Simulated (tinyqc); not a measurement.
Inside a calculation: sp3s* tight binding. Values are carried at full precision from step to step, so a last printed digit may differ when a step is redone from the rounded ones.

sp3s* tight binding, nearest neighbours only: anion (a) at 0, cation (c) at a/4 (1,1,1), orbitals s, px, py, pz, s* on each; k in units of 2 pi/a. With phases e_j = exp(i (pi/2) k.n_j) for n = (1,1,1), (1,-1,-1), (-1,1,-1), (-1,-1,1): g0 = (e1+e2+e3+e4)/4, g1 = (e1+e2-e3-e4)/4, g2 = (e1-e2+e3-e4)/4, g3 = (e1-e2-e3+e4)/4. The diagonal holds the levels Esa, Epa, Exa (s*) and Esc, Epc, Exc. Anion-cation block: <sa|sc> = Vss g0; <sa|xc> = Vsapc g1; <xa|sc> = -Vscpa g1; <xa|xc> = Vxx g0; <xa|yc> = <ya|xc> = Vxy g3, <xa|zc> = <za|xc> = Vxy g2, <ya|zc> = <za|yc> = Vxy g1; <s*a|xc> = Vxapc g1; <xa|s*c> = -Vpaxc g1; y and z take g2 and g3 in place of g1; s-s* and s*-s* vanish.

Constants: hbar^2/2m0 = 3.80998211 eV angstrom^2.

Inputs chosen for the exercise (near a published set for SiC, fitted to gaps, whose masses and valley positions are rough; shifted at random, so the results belong to these values and not to a real crystal):
- k = (0.35, 0, 0) 2 pi/a (wave vector)
- Esa = -8.44 eV (s level of the anion)
- Epa = 2.108 eV (p level of the anion)
- Esc = -4.839 eV (s level of the cation)
- Epc = 4.38 eV (p level of the cation)
- Exa = 9.622 eV (s* level of the anion)
- Exc = 9.255 eV (s* level of the cation)
- Vss = -12.439 eV (s-s)
- Vxx = 3.017 eV (px-px)
- Vxy = 5.953 eV (px-py)
- Vsapc = 9.489 eV (s anion, p cation)
- Vscpa = 9.155 eV (s cation, p anion)
- Vxapc = 8.722 eV (s* anion, p cation)
- Vpaxc = 4.413 eV (p anion, s* cation)
- a = 4.359 angstrom (lattice constant)

## Phase sums

Form g0 to g3 at this k.

g0, g1, g2, g3: 0.85264  0.52250i  0.00000  0.00000

## The Hamiltonian without spin-orbit coupling

Fill in the 10 x 10 matrix.

H(k) (eV):
```
           sa       xa        ya        za       s*a        sc       xc       yc       zc       s*c
sa    -8.4400        0         0         0         0  -10.6060  4.9580i        0        0         0
xa          0   2.1080         0         0         0  -4.7835i   2.5724        0        0  -2.3058i
ya          0        0    2.1080         0         0         0        0   2.5724  3.1104i         0
za          0        0         0    2.1080         0         0        0  3.1104i   2.5724         0
s*a         0        0         0         0    9.6220         0  4.5572i        0        0         0
sc   -10.6060  4.7835i         0         0         0   -4.8390        0        0        0         0
xc   -4.9580i   2.5724         0         0  -4.5572i         0   4.3800        0        0         0
yc          0        0    2.5724  -3.1104i         0         0        0   4.3800        0         0
zc          0        0  -3.1104i    2.5724         0         0        0        0   4.3800         0
s*c         0  2.3058i         0         0         0         0        0        0        0    9.2550
```

## Levels at this k

Diagonalise H, which belongs to k = (0.35, 0, 0) (2 pi/a). Four bands are filled (two electrons each); give the make-up of band 5, the lowest empty one.

levels (eV): -18.3977  -3.4866  -0.9492  -0.9492  4.3414  6.5849  7.4372  7.4372  10.2054  12.8386

weights of band 5: s 0.042, p 0.630, s* 0.328

weight of band 5 on atom a = 0.579

The vertical gap at this k is 5.2905 eV; band 5 is mostly p-like.

## Levels at Gamma

At k = 0 only g0 = 1 is left and H falls into 2 x 2 blocks [[E_a, V], [V, E_c]] with roots (E_a + E_c)/2 -/+ sqrt(((E_a - E_c)/2)^2 + V^2); the s* levels stay uncoupled. The direct gap runs from the highest lower root of the p blocks to the lowest upper root.

Blocks at Gamma (eV):
```
block            E_a      E_c         V  lower root  upper root
s (Gamma1)   -8.4400  -4.8390  -12.4390    -19.2081      5.9291
p (Gamma15)   2.1080   4.3800    3.0170      0.0202      6.4678
```

direct gap at Gamma = 5.9089 eV

The lowest empty level at Gamma is s-like.

## Bands near the gap

Diagonalise at L = (1/2,1/2,1/2), X = (1,0,0), W = (1,1/2,0), K = (3/4,3/4,0) and at the fractions named between them; energies from the top of the valence band at Gamma; 4 bands are filled.

Levels (eV):
```
k        level 2  level 3  level 4  level 5  level 6
L         -9.714   -1.403   -1.403    3.542    5.806
L-G 0.5   -5.317   -0.764   -0.764    4.313    6.517
G          0.000    0.000    0.000    5.909    6.448
G-X 0.2   -1.417   -0.369   -0.369    5.379    6.403
G-X 0.4   -4.264   -1.191   -1.191    4.003    6.524
G-X 0.6   -7.287   -2.033   -2.033    3.003    6.080
G-X 0.7   -8.700   -2.371   -2.371    2.678    5.802
G-X 0.8   -9.981   -2.625   -2.625    2.462    5.557
G-X 0.9  -11.021   -2.783   -2.783    2.341    5.389
X        -11.491   -2.837   -2.837    2.303    5.329
W        -11.491   -2.837   -2.837    2.303    5.329
K        -11.228   -3.051   -2.415    2.399    5.365
K-G 0.5   -6.525   -1.848   -0.861    3.929    6.025
```

On these points the lowest empty level is lowest at X and W, 2.303 eV above the top. The band is nearly flat from X to W in this model, an artefact of nearest-neighbour coupling.

## Valleys and masses

The lowest conduction level at Gamma, at its minimum on (x,0,0) for x from 0.5 to 1, and at the point L (L, and X where the search ends there, need not be minima in this model; a zero or negative inverse mass shows it). Inverse masses m0/m = (E(+h) + E(-h) - 2 E)/(2 c q^2) with c = hbar^2/2m0, q = h 2 pi/a, h = 0.002; longitudinal along the valley axis ([100] at Gamma and Delta, [111] at L), transverse along [010] or [1-10]. A dash: the next level lies within 0.15 eV, so a single mass has no use there.

Valleys:
```
valley  x (2 pi/a)  E - Ev (eV)  m0/m_l  m0/m_t
Gamma       0.0000       5.9089    1.78    1.78
Delta       1.0000       2.3029    0.48    0.00
L           0.5000       3.5421    0.39   -1.02
```

Of these three the lowest is the Delta line, which makes the gap indirect, 2.3029 eV. A negative value marks a point that is no minimum along that axis. At Delta m0/m_t is 0.00. This nearest-neighbour model is fitted to gaps: it places the Delta minimum and the masses at Delta and L only roughly (transverse masses can be several times too heavy), and since its bands are flat from X to W the transverse mass grows too heavy towards X; d orbitals or second neighbours cure this.

## Checks

- Direct gap at Gamma from the blocks against the full matrix: both 5.90892.

Computed by tinyqc, a small Python program: `OMP_NUM_THREADS=1 python tinyqc.py 1452004 1452005 out.jsonl` (the numbers bound the seed that draws the inputs); one thread of a shared host (Intel(R) Xeon(R) Processor @ 2.30GHz), about 0.09 s for the whole set of steps.
